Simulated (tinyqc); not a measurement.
Voltage acceleration of oxide breakdown, four models on the same data: one step of the calculation.

Field E = V/tox in MV/cm. Models: ln(t63/1 s) = a - c X with X = E (E model), -1/E (1/E model), ln V (power law, c the exponent n) or sqrt(E).

Task. Projection to use conditions. Project to Vu, multiply by exp[(Ea q/kB)(1/Tu - 1/Ts)] and by ks; ten years are 3.15576e8 s. The largest voltage for ten years solves the same relation for V.

Inputs (values chosen for the exercise):
- tox = 1.1 nm (oxide thickness)
- Vu = 0.81 V (use voltage)
- Ts = 423 K (stress temperature)
- Tu = 358 K (use temperature)
- Ea = 0.48 eV (activation energy)
- ks = 3.8e-5 (factor for area and percentile)

Constants: q = 1.602176634e-19 C, kB = 1.380649e-23 J/K. Results are converted to the units shown.

c, model E to sqrt E: [2.1928338, 493.00710, 33.060625, 17.052302]
a, model E to sqrt E: [41.024660, -25.217500, 24.446976, 74.055236]

Give: temperature factor; lifetime; largest voltage for ten years.

Result.

temperature factor = 10.923
lifetime, model E to sqrt E (years): [0.83783, 1.7535e7, 577.77, 15.298]
largest voltage for ten years, model E to sqrt E (V): [0.68562, 1.0315, 0.91574, 0.82495]

The lifetimes span 7.32 decades, from the E model (most cautious) to the 1/E model; the allowed voltage spans 0.686 to 1.03 V. 3 of the four models pass ten years at Vu. Lifetimes beyond a thousand years are formal extrapolations.

Range of the model: All four laws are empirical fits; none is established far below the stress range.

Computed by the program tinyqc: `OMP_NUM_THREADS=1 python tinyqc.py 2070164 2070165 out.jsonl`, one thread of a shared Intel Xeon 2.30GHz, about 0.01 s for the whole run.
